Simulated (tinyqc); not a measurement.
Thickness from the minima: X-ray reflectivity of a thin film on silicon: critical angles, Parratt recursion, fringes and roughness. Computed by tinyqc, a small Python program. Command: `OMP_NUM_THREADS=1 python tinyqc.py 3121278 3121279 out.jsonl xrr walk`. One thread of a shared host (Intel(R) Xeon(R) Processor @ 2.30GHz), about 0.01 s of CPU time with the checks.

n = 1 - delta + i beta; the classical electron radius is r_e = 2.8179403e-6 nm. Layer 0 is vacuum, 1 the film, 2 the substrate.

Inputs (values chosen for the exercise, modelled on a porous low-k film on silicon, copper K-alpha radiation):
```
quantity,value,unit
wavelength lambda,0.15406,nm
film density rho,1.29,g/cm^3
"effective electrons per unit mass, film",0.518,mol/g
"beta/delta, film",0.01,-
film thickness d,51.2,nm
roughness of the surface sigma_1,0.32,nm
roughness of the interface sigma_2,0.6,nm
substrate density,2.33,g/cm^3
"effective electrons per unit mass, substrate",0.507,mol/g
"beta/delta, substrate",0.023,-
grazing angle theta,2.02,degrees
```

Constants: N_A = 6.02214076e+23 1/mol.

Method:
- delta = r_e lambda^2 rho_e/(2 pi), rho_e = density x electrons per mass x N_A; critical angle sqrt(2 delta), q_c = 4 sqrt(pi r_e rho_e).
- k_j = (2 pi/lambda) sqrt(sin^2 theta - 2 delta_j + 2 i beta_j); r_ij = (k_i - k_j)/(k_i + k_j) x exp(-2 k_i k_j sigma^2) (Nevot-Croce); r = (r_01 + r_12 p)/(1 + r_01 r_12 p), p = exp(2 i k_1 d); R = |r|^2.
- Far above the critical angle the period is d theta = lambda/(2 d), or 2 pi/d in q; the envelope runs between (|r_01| - |r_12 p|)^2 and (|r_01| + |r_12 p|)^2; contrast = 2 a b/(a^2 + b^2) with a = |r_01|, b = |r_12 p|; roughness factors on the amplitudes are about exp(-q^2 sigma^2/2).
- Minima of R theta^4 are located on 6001 points over 7.5 periods, from 1.15 times the larger critical angle. With refraction, sin^2(theta_m) = 2 delta + m^2 (lambda/(2 d))^2, m integer or half-integer; the first six minima are used, and the first order is the one that minimises the largest residual of the least-squares line plus the distance of its intercept from 2 delta. Without refraction, d = lambda/(2 x mean step of sin theta).

Constants:
```
layer,rho_e (1/nm^3),delta,beta,critical angle (degrees),q_c (1/nm)
film,402.411,4.28353e-06,4.28353e-08,0.167702,0.238746
substrate,711.402,7.57263e-06,1.74170e-07,0.222977,0.317437
```

period in theta = 0.0862011 degrees

Minima:
```
order m,theta (degrees),sin^2 theta
2.5,0.27377,2.2831e-05
3.5,0.34564,3.6392e-05
4.5,0.42301,5.4506e-05
5.5,0.50328,7.7155e-05
6.5,0.58528,1.0434e-04
7.5,0.66836,1.3607e-04
```

d with refraction = 51.184 nm

d without refraction = 55.928 nm

What does the comparison show, and why?

Against d = 51.2 nm the errors are -0.03 % with and +9.23 % without refraction. The orders are half-integers, as r_01 and r_12 have the same sign for a film less dense than the substrate.

Extremes, crossings and ranges named in words are read from the listed rows.
